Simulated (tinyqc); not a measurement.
Charge control and current of a heterostructure field-effect transistor: one step, computed by the program tinyqc. Command: `OMP_NUM_THREADS=1 python tinyqc.py 3019958 3019959 out.jsonl hemt walk`. One thread of a shared host (Intel(R) Xeon(R) Processor @ 2.30GHz), about 0.01 s of CPU time with the checks.

Two subbands in a triangular well; E_F is counted from the conduction band edge of the channel at the interface.

Question. Levels and gate capacitance. Charge control: n_s = C_b (V_G - V_T - E_F/e)/e. Well: mean field F = e n_s/(2 eps eps_0), E_i = (hbar^2/2m)^(1/3) [(3 pi e F/2)(i + 3/4)]^(2/3), i = 0, 1; n_s = D k_B T sum_i ln(1 + exp((E_F - E_i)/k_B T)), D = m/(pi hbar^2), which is solved in closed form for E_F. C_g = e dn_s/dV_G = 1/(1/C_b + 1/C_q), 1/C_q = d(E_F/e)/d(e n_s) by a central difference of +/- 0.1 % in n_s; added distance dd = eps eps_0/C_q.

Inputs (values chosen for the exercise, modelled on AlGaAs/GaAs):
```
quantity                                value  unit
channel mass m                           0.07   m_0
permittivity eps (barrier and channel)   12.4     -
conduction band offset dE_c              0.23    eV
temperature T                             400     K
spacer between delta layer and channel    3.3    nm
```

Charge source: delta doping. Velocity law: two-piece.

sheet density n_s = 3.998648e+12 1/cm^2

barrier capacitance C_b = 0.3430998 microfarad/cm^2

Constants: k_B = 8.617333262e-05 eV/K; e = 1.602176634e-19 C; eps_0 = 8.8541878128e-12 F/m; hbar = 1.054571817e-34 J s; m_0 = 9.1093837015e-31 kg; k_B = 1.380649e-23 J/K.

Give: E_0; E_1; E_F; share in the second subband; gate capacitance C_g; added distance dd.

Answer.

E_0 = 179.5 meV

E_1 = 315.8 meV

E_F = 298.8 meV

share in the second subband = 12.00 %

gate capacitance C_g = 0.3031 microfarad/cm^2

added distance dd = 4.227 nm

C_g is 88 % of C_b: the finite density of states and the rise of E_0 act as 4.2 nm of extra barrier. Caution: E_F lies above the conduction band minimum of the barrier, so electrons would spill into the barrier.
